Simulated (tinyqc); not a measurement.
# From sheet resistance R_s back to length scale l

Model: sheet resistance and Hall data of a diffused or implanted layer. Computed by tinyqc, a small Python program. Command: `OMP_NUM_THREADS=1 python tinyqc.py 3001574 3001575 out.jsonl layer inv`. One thread of a shared host (Intel(R) Xeon(R) Processor @ 2.30GHz), about 0.02 s of CPU time with the checks.

Carriers are taken equal to the net active doping down to the junction (full ionisation, which deep dopants in wide-gap hosts do not reach; no spill-over, no depletion), and the Hall factor is 1.

Inputs (values chosen for the exercise, modelled on phosphorus in silicon):
```
quantity                                 value        unit
mu_min                                    66.4  cm^2/(V s)
mu_max                                    1420  cm^2/(V s)
N_ref                                  8.7e+16      1/cm^3
exponent alpha                             0.7           -
peak concentration N_0                 1.3e+19      1/cm^3
background doping N_B (opposite type)  8.5e+15      1/cm^3
```

Profile: complementary error function. Activation: complete.

Constants: e = 1.602176634e-19 C.

Method:
- N(x) = N_0 erfc(x/l), dose N_0 l/sqrt(pi), junction x_j = l erfc^-1(N_B/N_0).
- Mobility mu = mu_min + (mu_max - mu_min)/(1 + (N_t/N_ref)^alpha), N_t = active doping + N_B; carriers n = active doping - N_B, all dopants active.
- Integrals from x_0 (0 unless stated) to x_j by the midpoint rule on 400 even intervals: 1/R_s = e int n mu dx; sheet density n_s = int n dx; Hall sheet density (int n mu dx)^2/int n mu^2 dx; Hall mobility int n mu^2 dx/int n mu dx.
- Mean conductivity 1/(R_s x_j); mean mobility 1/(e n_s R_s).

Problem. A run gave the result below. Find the length scale l, known to lie between 6.2 and 12 nm.

sheet resistance R_s = 6574.297 ohm

Solution.

Each step takes the trial c = (a f_b - b f_a)/(f_b - f_a), f being the result less the target and a, b, c the logarithms of the listed values; c replaces end b, the old b replaces a if the sign of f changed, and otherwise f_a is halved.

Scan of the range:
```
length scale l (nm)  sheet resistance R_s (ohm)
6.20                                    9710.87
6.92                                    8700.49
7.73                                    7788.80
8.63                                    6976.52
9.63                                    6252.07
10.70                                   5626.86
12.00                                   5017.28
```

False position (Illinois rule, in the logarithm of the input) inside the bracket:
```
step    end a    end b    trial  sheet resistance R_s (ohm)
1     8.63000  9.63000  9.17165                     6564.51
2     8.63000  9.17165  9.14578                     6583.08
3     9.17165  9.14578  9.15801                     6574.29
4     9.14578  9.15801  9.15800                     6574.30
```

Sheet resistance R_s falls at every point of a 13-point scan of the range (every second point is shown), so one value fits; it is bracketed by 8.63 and 9.63. The scan shows a pure power law with exponent -1.000, so scaling from any one row also gives the answer directly. Answer: length scale l = 9.158 nm.
